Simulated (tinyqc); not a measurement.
Ellipsometry and reflectance of a transparent film on an absorbing substrate: one step of the calculation.

Air (index 1), film, substrate with N2 = n2 - i k2; time factor exp(+i w t). q_j = sqrt(N_j^2 - sin^2 th), root with positive real part. Fresnel coefficients r_s = (q_a - q_b)/(q_a + q_b), r_p = (N_b^2 q_a - N_a^2 q_b)/(N_b^2 q_a + N_a^2 q_b). tan(Psi) exp(i Delta) = R_p/R_s, Delta taken from 0 to 360 degrees.

Task. Psi, Delta and reflectances. beta = 2 pi d q1/lam, X = exp(-2 i beta), R = (r01 + r12 X)/(1 + r01 r12 X) for p and s.

Parameters, values chosen for the exercise:
- lam = 546.1 nm (wavelength)
- d = 16 nm (film thickness)

q1 = 1.7866024
r01,p = -0.25190201
r01,s = -0.74692840
r12,p = 0.29113411-0.00326638i
r12,s = -0.37932578+0.00343978i

Wanted: beta; X; R_p; R_s; Psi; Delta; |R_p|^2; |R_s|^2.

Result.

beta = 0.32889 rad
X = 0.79135-0.61137i
R_p = -0.03411-0.18995i
R_s = -0.86446+0.06799i
Psi = 12.547 degrees
Delta = 84.316 degrees
|R_p|^2 = 0.037245
|R_s|^2 = 0.75191

The bare substrate gives Psi = 2.771 and Delta = 175.25 degrees.

Program tinyqc, `OMP_NUM_THREADS=1 python tinyqc.py 2870148 2870149 out.jsonl`; Intel Xeon 2.30GHz, shared host, one thread, about 0.4 s.
